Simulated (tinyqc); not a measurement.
# True capacitance, leakage and series resistance from two frequencies

Inverse problem. A capacitance C in parallel with G and in series with Rs is measured as Cp and D = Gp/(w Cp) at two frequencies. The series reading Cs = Cp (1 + D^2) equals C + G^2/(w^2 C), and Re Z = D/(w Cp (1 + D^2)) = Rs + G/(G^2 + w^2 C^2). Find C, G and Rs.

f (Hz): 2e5  2e6
Cp (pF): 1.06901086  1.06900244
D: 0.117255843  0.0145186115

Solution. w^2 Cs = w^2 C + G^2/C is a straight line in w^2 with slope C; the intercept gives G, and the real part then gives Rs.

C = 1.07 pF
G = 0.157 uS
Rs = 210 ohm

Program tinyqc, `OMP_NUM_THREADS=1 python tinyqc.py 2022062 2022063 out.jsonl`; Intel Xeon 2.30GHz, shared host, one thread, about 0.01 s.
